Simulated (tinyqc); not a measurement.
Grain-boundary diffusion: Harrison regimes, Fisher and Le Claire analysis, Hart average. Inputs raised by 2 %, one at a time. Computed by tinyqc, a small Python program. Command: `OMP_NUM_THREADS=1 python tinyqc.py 3020379 3020380 out.jsonl gbdiff sens`. One thread of a shared host (Intel(R) Xeon(R) Processor @ 2.30GHz), about 0.01 s of CPU time with the checks.

A boundary is a slab of width delta with diffusivity D_b, normal to a surface held at constant concentration; it leaks into grains of diffusivity D.

Inputs (values chosen for the exercise, for a model polycrystal):
```
quantity                          value   unit
lattice prefactor D0            0.00013  m^2/s
lattice activation energy E        4.09     eV
boundary prefactor D0b          1.6e-05  m^2/s
boundary activation energy E_b     2.77     eV
boundary width delta               0.98     nm
segregation factor s                  1      -
grain size d                        1.1     um
temperature T                      1500      K
time t                              640      s
```

Constants: k_B = 8.617333262e-05 eV/K.

Method:
- D = D0 exp(-E/(k_B T)), D_b = D0b exp(-E_b/(k_B T)).
- Triple product P = s delta D_b.
- l = sqrt(D t); P = s delta D_b; alpha = s delta/(2 l); beta = P/(2 D l). Regime A if l > 3 d, C if alpha > 1, B if alpha < 0.1, l < d/4 and beta > 10, otherwise a transition.
- Hart average for parallel slabs: f = delta/d, D_eff = (s f D_b + (1 - f) D)/(1 - f + s f); share of the boundaries = s f D_b/(s f D_b + (1 - f) D); depth sqrt(D_eff t).
- Fisher: the mean concentration falls as exp(-y/y_F), y_F = sqrt(P) (pi t/(4 D))^(1/4), with the boundary equation P d2c/dy2 = 2 c sqrt(D/(pi t)). Le Claire (from the Whipple solution): ln c falls as -(y/y_L)^(6/5) with P = 1.322 sqrt(D/t) y_L^2.

Runs:
```
input moved                             from         to  Le Claire depth y_L (um)  share of the boundaries    beta  depth sqrt(D_eff t) (um)
base run                                   -          -                   0.31058                  0.74926  42.288                  0.077510
lattice prefactor D0 (m^2/s)         0.00013  0.0001326                   0.30904                  0.74552  41.050                  0.077704
boundary prefactor D0b (m^2/s)       1.6e-05  1.632e-05                   0.31367                  0.75296  43.133                  0.078088
boundary activation energy E_b (eV)     2.77     2.8254                   0.25067                  0.66062  27.547                  0.066624
boundary width delta (nm)               0.98     0.9996                   0.31367                  0.75296  43.133                  0.078088
temperature T (K)                       1500       1530                   0.32813                  0.70980  25.382                  0.098253
time t (s)                               640      652.8                   0.31212                  0.74926  41.871                  0.078281
segregation factor s                       1       1.02                   0.31367                  0.75296  43.133                  0.078088
```

Exponents ln(y'/y) / ln(x'/x):
```
input                           Le Claire depth y_L  share of the boundaries     beta  depth sqrt(D_eff t)
lattice prefactor D0                         -0.250                   -0.253   -1.500                0.126
boundary prefactor D0b                        0.500                    0.249    1.000                0.376
boundary activation energy E_b              -10.822                   -6.358  -21.643               -7.643
boundary width delta                          0.500                    0.249    1.000                0.375
temperature T                                 2.777                   -2.732  -25.777               11.975
time t                                        0.250                    0.000   -0.500                0.500
segregation factor s                          0.500                    0.249    1.000                0.375
```

To which inputs is each result most sensitive?

Among the inputs moved here: Le Claire depth y_L answers most in size to boundary activation energy E_b (exponent -10.822), next to temperature T (+2.777). Its exponent -0.250 in lattice prefactor D0: faster lattice diffusion drains the boundary. Its exponent +0.500 in boundary prefactor D0b: the depth goes as sqrt(P). Share of the boundaries answers most in size to boundary activation energy E_b (exponent -6.358), next to temperature T (-2.732); its exponent is below 0.0005 for time t. Beta answers most in size to temperature T (exponent -25.777), next to boundary activation energy E_b (-21.643). Its exponent -0.500 in time t: beta = P/(2 D sqrt(D t)). Depth sqrt(D_eff t) answers most in size to temperature T (exponent +11.975), next to boundary activation energy E_b (-7.643). Its exponent +0.500 in time t: ordinary diffusion.

Caution (all rows): outside regime A (which needs sqrt(D t) above about 3 d) the Hart average and its depth are formal: they describe a profile only in regime A or at steady state.
